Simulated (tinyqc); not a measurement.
From one set of inputs to another, one input at a time: concentration-dependent dopant diffusion with charged defects and the built-in field. Computed by tinyqc, a small Python program. Command: `OMP_NUM_THREADS=1 python tinyqc.py 3015160 3015161 out.jsonl extrinsic ladder`. One thread of a shared host (Intel(R) Xeon(R) Processor @ 2.30GHz), about 0.8 s of CPU time with the checks.

A constant source C_s feeds a half space. The dopant moves through neutral point defects and through charged ones, whose number grows with the majority carrier density n.

The inputs printed are set A. Set A is modelled on boron in silicon; the values taken over come from a set modelled on arsenic in silicon. Inputs not listed in the table keep their values of set A, so the rows need not describe a real material.

Inputs (values chosen for the exercise, modelled on boron in silicon):

| quantity | value | unit |
|---|---|---|
| neutral prefactor D0x | 0.05 | cm^2/s |
| neutral activation energy E0 | 3.52 | eV |
| singly charged prefactor D01 | 0.883 | cm^2/s |
| activation energy E1 | 3.48 | eV |
| surface concentration C_s | 3.5e+19 | 1/cm^3 |
| junction level C_B | 8.5e+16 | 1/cm^3 |
| temperature T | 850 | C |
| time t | 4200 | s |

Field enhancement: off.

Constants: k_B = 8.617333262e-05 eV/K.

Method:
- n_i = 3.87e16 T^1.5 exp(-7014/T) per cm^3 (T in kelvin, an empirical form); each D = prefactor x exp(-E/(k_B T)); the intrinsic diffusivity D_i is their sum.
- Temperatures in kelvin are T(C) + 273.15.
- n = C/2 + sqrt(C^2/4 + n_i^2); D(C) = h [Dx + D1 (n/n_i)], h = 1.
- With y = x/sqrt(D_s t), u = C/C_s and q = -(D/D_s) du/dy: du/dy = -q D_s/D, dq/dy = -(y/2) q D_s/D, u(0) = 1. The surface flux q(0) is shot so that u tends to 0 (LSODA, an adaptive multistep solver, relative tolerance 1e-10). Dose Q = 2 q(0) C_s sqrt(D_s t).
- The junction lies where C = C_B.

Each row keeps all changes above it:

| input moved | from | to | junction depth x_j (nm) | dose Q (1/cm^2) | enhancement D_s/D_i |
|---|---|---|---|---|---|
| set A | - | - | 64.52 | 1.0526e+14 | 12.050 |
| junction level C_B (1/cm^3) | 8.5e+16 | 2.3e+16 | 68.09 | 1.0526e+14 | 12.050 |
| surface concentration C_s (1/cm^3) | 3.5e+19 | 1.5e+20 | 119.78 | 9.2106e+14 | 51.210 |
| time t (s) | 4200 | 240 | 28.63 | 2.2018e+14 | 51.210 |
| neutral prefactor D0x (cm^2/s) and neutral activation energy E0 (eV) | 0.05, 3.52 | 0.00997, 3.43 | 28.58 | 2.2011e+14 | 52.123 |
| singly charged prefactor D01 (cm^2/s) and activation energy E1 (eV) | 0.883, 3.48 | 28, 4.16 | 5.09 | 3.7329e+13 | 32.160 |
| temperature T (C) | 850 | 1150 | 260.68 | 1.5289e+15 | 8.981 |

Which inputs carry the difference?

Junction depth x_j goes from 64.5 to 261, a factor 4.04 in all. The largest single move comes from temperature T (a factor 51.2), and singly charged prefactor D01 with activation energy E1 works against it (a factor 0.178). Dose Q goes from 1.05e14 to 1.53e15, a factor 14.5 in all. The largest single move comes from temperature T (a factor 41.0), and singly charged prefactor D01 with activation energy E1 works against it (a factor 0.170). Enhancement D_s/D_i goes from 12.0 to 8.98, a factor 0.745 in all. The largest single move comes from surface concentration C_s (a factor 4.25), but it runs against the net change; the largest move in the direction of the net change is temperature T (a factor 0.279). The single moves hold for this order of the switches; the total does not depend on the order.

Caution (all rows): the built-in field is switched off although C_s exceeds n_i; with it D_s would be larger by the factor 1 + C_s/sqrt(C_s^2 + 4 n_i^2). Caution (all rows): at such concentrations dopants can cluster or exceed their solubility; the active fraction and the diffusivity then fall below the model.

Extremes, crossings and ranges named in words are read from the listed rows.
